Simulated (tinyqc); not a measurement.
Length offset and series resistance from crossing lines.

Question. R_total = Rs + k (L - dL)/Vo with constant Rs, dL and k. Find k, dL and Rs.

R_total at (L, Vo) = (45, 0.39), (135, 0.39), (45, 0.87) and (135, 0.87), L in nm and Vo in V (ohm um): [710.76923, 1864.6154, 473.10345, 990.34483]

Answer. At each overdrive R is a straight line in L with slope k/Vo; the two lines cross at L = dL, R = Rs.

k = 5.00 ohm um V/nm
dL = 11.4 nm
Rs = 280 ohm um

Numbers from tinyqc (`OMP_NUM_THREADS=1 python tinyqc.py 2282196 2282197 out.jsonl`; about 0.03 s on one thread of a shared Intel Xeon 2.30GHz).
